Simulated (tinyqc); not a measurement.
Growth over eight decades: Cabrera-Mott growth of a thin oxide under its own electric field. Computed by tinyqc, a small Python program. Command: `OMP_NUM_THREADS=1 python tinyqc.py 3030754 3030755 out.jsonl cabrera walk`. One thread of a shared host (Intel(R) Xeon(R) Processor @ 2.30GHz), about 0.01 s of CPU time with the checks.

Electrons cross the film freely and set a fixed potential V across it; the field V/x lowers the barrier for ions entering the oxide.

Inputs (values chosen for the exercise, for a model metal): barrier W = 1.69 eV; Mott potential V = 1.4 V; ion charge number z = 2; half jump distance b = 1.1 angstrom; prefactor u0 = N Omega nu = 2.9e+13 angstrom/s; temperature T = 200 K; starting thickness x0 = 2.9 angstrom.

Backward hops: ignored.

Constants: k_B = 8.617333262e-05 eV/K.

Method:
- u = u0 exp(-W/(k_B T)), X1 = z b V/(k_B T) with V in volts and k_B T in eV; dx/dt = u exp(X1/x).
- t(x) = int_(x0)^x dx / (dx/dt) by Gauss-Legendre quadrature (80 points on each side of (x0 + 2 x)/3), solved for x.
- Closed form for thin films (leading term of the integral): x solves (x^2/(u X1)) exp(-X1/x) = t.

u = 7.52094e-30 angstrom/s

X1 = 178.710 angstrom

Thickness:
```
t (s)     x (angstrom)  1/x (1/angstrom)  closed form (angstrom)
1.00e+00        2.9042           0.34433                  2.7954
1.00e+01        2.9309           0.34119                  2.8965
1.00e+02        3.0115           0.33206                  3.0051
1.00e+03        3.1243           0.32008                  3.1219
1.00e+04        3.2502           0.30768                  3.2481
1.00e+05        3.3869           0.29525                  3.3847
1.00e+06        3.5356           0.28284                  3.5330
1.00e+07        3.6976           0.27045                  3.6947
1.00e+08        3.8748           0.25808                  3.8715
```

What follows from these numbers?

Per decade of time the film gains 0.027 angstrom at first and 0.18 at the end. The inverse-logarithmic law predicts -X1 d(1/x)/d ln t near 1; the rows give 0.24 at first and 0.96 at the end. The closed form misses by at most 3.7 %, as it needs x well below X1 and above x0.

Extremes, crossings and ranges named in words are read from the listed rows.
